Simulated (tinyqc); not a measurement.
## Energy and delay of logic against supply voltage: optimum supplies against the temperature

One expression serves below and above threshold: I(Vg) = Ik [ln(1 + exp((Vg - VT + dd V)/(al nf Vt)))]^al, with I_on = I(V) and I_off = I(0). Gate delay td = kd C V/I_on, clock period LD td. Per gate and cycle the switching energy is act C V^2 and the leakage energy I_off V LD td. No short-circuit current, no variation. Minima are sought above 0.09 V; below a few Vt gates no longer switch and the model has no meaning.

V_min minimises the energy and V_EDP the product of energy and td. VT, Ik and nf are held fixed.

Inputs (values chosen for the exercise); values of the order met in logic technologies:
```
symbol  value  unit                               meaning
VT       0.38     V  threshold voltage at zero drain bias
nf       1.11                                slope factor
dd       0.04         barrier lowering per volt of supply
Ik        1.2    uA            specific current of a gate
al       1.68                 exponent of the current law
C         1.5    fF            load capacitance of a gate
kd        0.9                                delay factor
LD         60                                 logic depth
act       0.2                             activity factor
```

Constants: q = 1.602176634e-19 C, kB = 1.380649e-23 J/K, Vt = kB T/q. Results are converted to the units shown.

Results:

| T (K) | V_min (V) | energy at V_min (aJ) | leakage share (%) | clock at V_min (MHz) | V_EDP (V) | clock at V_EDP (GHz) |
|---|---|---|---|---|---|---|
| 220 | 0.1343 | 7.885 | 31.35 | 0.001210 | 0.8304 | 1.446 |
| 250 | 0.1526 | 10.19 | 31.40 | 0.009276 | 0.8304 | 1.166 |
| 280 | 0.1710 | 12.81 | 31.51 | 0.04521 | 0.8304 | 0.9640 |
| 310 | 0.1893 | 15.75 | 31.73 | 0.1595 | 0.8304 | 0.8124 |
| 340 | 0.2077 | 19.07 | 32.11 | 0.4424 | 0.8304 | 0.6956 |
| 400 | 0.2447 | 27.00 | 33.48 | 2.033 | 0.8306 | 0.5297 |

Estimate the missing row, T = 370 K.

Computed row:

| T (K) | V_min (V) | energy at V_min (aJ) | leakage share (%) | clock at V_min (MHz) | V_EDP (V) | clock at V_EDP (GHz) |
|---|---|---|---|---|---|---|
| 370 | 0.2262 | 22.80 | 32.68 | 1.020 | 0.8304 | 0.6036 |

With this row back in the table: As T goes from 220 to 400, V_min rises from 0.134 to 0.245 V, the energy there rises from 7.88 to 27.0 aJ, the clock there rises from 0.00121 to 2.03 MHz and V_EDP stays near 0.830 V.

tinyqc, about 0.01 s, one thread, Intel Xeon 2.30GHz (shared host): `OMP_NUM_THREADS=1 python tinyqc.py 2082011 2082012 out.jsonl`
